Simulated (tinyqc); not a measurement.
Worked calculation: free and nearly free electrons in a metal. Values are carried at full precision from step to step, so a last printed digit may differ when a step is redone from the rounded ones.

The cubic cell holds 4 atoms: n = 4 z/a^3, kF = (3 pi^2 n)^(1/3), EF = c kF^2/m, vF = 2 c kF/(m hbar), c = hbar^2/2m0; rs = (3/(4 pi n))^(1/3)/a0; D(EF) = 3 n/(2 EF).

Constants: hbar^2/2m0 = 3.80998211 eV angstrom^2; hbar = 6.58211957e-16 eV s; a0 (Bohr radius) = 0.5291772105 angstrom; kB = 8.617333262e-05 eV/K.

Parameters, chosen for this exercise (near those of Co, whose d bands this model ignores; shifted at random, so the results belong to these values and not to a real crystal): a = 3.531 angstrom (fcc lattice constant); z = 2 (free electrons an atom); m = 1 m0 (mass); rho = 6.71 micro-ohm cm (bulk resistivity); T = 320 K; V = 0.39 eV (|V_G| for G = (111)); x = 0.7 (k along G as a share of |G|/2).

## The Fermi sphere

Evaluate the free-electron quantities.

n = 0.18172 1/angstrom^3
kF = 1.7523 1/angstrom
EF = 11.699 eV
vF = 2.029e+06 m/s
rs = 2.070
D(EF) per atom = 0.2564 1/eV

## Relaxation time and mean free path

Drude: 1/rho = n e^2 tau/(m m0) with e = 1.602176634e-19 C and m0 = 9.1093837e-31 kg; mean free path l = vF tau; rho l = hbar kF/(n e^2) = 12 pi^3 hbar/(e^2 S) with S = 4 pi kF^2 does not depend on tau or m.

Use SI units: n in 1/m^3 (1e30 per 1/angstrom^3), rho in ohm m (1e-8 per micro-ohm cm).

tau = 2.91 fs
l = 5.90 nm
rho l = 3.962 1e-16 ohm m^2

Wires lose conductivity to surfaces and grain boundaries, with an excess that scales as rho l over the width and is of the order of rho itself at a width of l = 6 nm. For a transition metal free electrons can miss l and rho l by a factor of two.

## Thermal quantities

gamma = (pi^2/3) kB^2 D(EF) per atom, times 96485.33 x 1e3 for mJ/(mol K^2); mu(T) = EF (1 - (pi kB T/EF)^2/12); Wiedemann-Franz kappa = L0 T/rho with L0 = (pi^2/3) (kB/e)^2, kB/e in V/K.

gamma = 0.604 mJ/(mol K^2)
mu - EF = -0.0535 meV
kappa = 117 W/(m K)

The d states at EF, left out, make the measured gamma larger, several times so for Co.

## The sphere against the zone faces

Take G = (hkl) 2 pi/a for (111), (200) and (220), with the number of equivalent faces. The Bragg plane of G lies at |G|/2 with |G| = (2 pi/a) sqrt(h^2 + k^2 + l^2). Where kF exceeds it, the sphere cuts the plane in a circle of radius sqrt(kF^2 - G^2/4).

Distance and circle for each G:

| G | faces | \|G\|/2 (1/angstrom) | kF/(\|G\|/2) | circle radius |
|---|---|---|---|---|
| (111) | 8 | 1.5410 | 1.1371 | 0.8341 |
| (200) | 6 | 1.7794 | 0.9847 | - |
| (220) | 12 | 2.5165 | 0.6963 | - |

The sphere crosses the (111) faces, so electrons spill into higher zones.

## Two plane waves near the face

Two plane waves k and k - G, G = (111) (2 pi/a): H = [[c k^2/m, V], [V, c (k - G)^2/m]] with c = hbar^2/2m0.

Build H for k along G, diagonalise, and give the weight of the first wave in the lower state and its velocity along G relative to a free electron, (w k + (1 - w)(k - G))/k.

H (eV):
```
        1        2
1  4.4335   0.3900
2  0.3900  15.2910
```

levels (eV): 4.4195  15.3050

w = 0.9987
v/v_free = 0.9963

The splitting is 10.885 eV here and 2V = 0.78 eV on the face, where the normal velocity vanishes. There the lower band lies at 8.658 eV and the upper at 9.438 eV, both below the free EF of 11.699 eV: the face centre is filled in both bands and band 2 holds electrons here, while band 1 may keep holes at the zone corners.

## Checks

- Lower level against the closed form of the 2 x 2 problem (eV): both 4.4195.
- The product rho l against hbar kF/(n e^2) (1e-16 ohm m^2): both 3.962.

Program tinyqc; command `OMP_NUM_THREADS=1 python tinyqc.py 1650634 1650635 out.jsonl`; about 0.01 s on one thread of a shared Intel(R) Xeon(R) Processor @ 2.30GHz.
